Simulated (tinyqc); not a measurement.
Self-heating of a transistor with one or more fingers, with temperature-dependent conductivity: one step, computed by the program tinyqc.

N long parallel fingers lie on the top face of a slab whose bottom is held at T_0; the top is otherwise insulated, and heat flows in two dimensions. P in W/mm is 1000 P in W/m.

Question. Correction for the falling conductivity. Kirchhoff transformation for kappa = kappa_0 (T/T_0)^-m: T = T_0 [1 - (m - 1) theta/T_0]^(-1/(m - 1)), where theta is the linear rise. The bracket vanishes at the power P T_0/((m - 1) theta).

Inputs (values chosen for the exercise, modelled on indium phosphide):
```
quantity                    value        unit
exponent m in kappa ~ T^-m   1.53           -
base temperature T_0          323           K
power per gate width P        2.2        W/mm
width of the heat source w   0.19  micrometre
phonon free path Lambda        96          nm
```

Power: fixed power.

largest theta = 148.8522 K

Give: peak temperature; true rise; true rise / linear rise; power at which the formula diverges.

Answer.

peak temperature = 547.9 K

true rise = 224.9 K

true rise / linear rise = 1.511

power at which the formula diverges = 9.007 W/mm

The falling conductivity adds 51.1 % to the rise. Caution: the source is narrower than two phonon free paths, so the Fourier result understates the rise at the source.
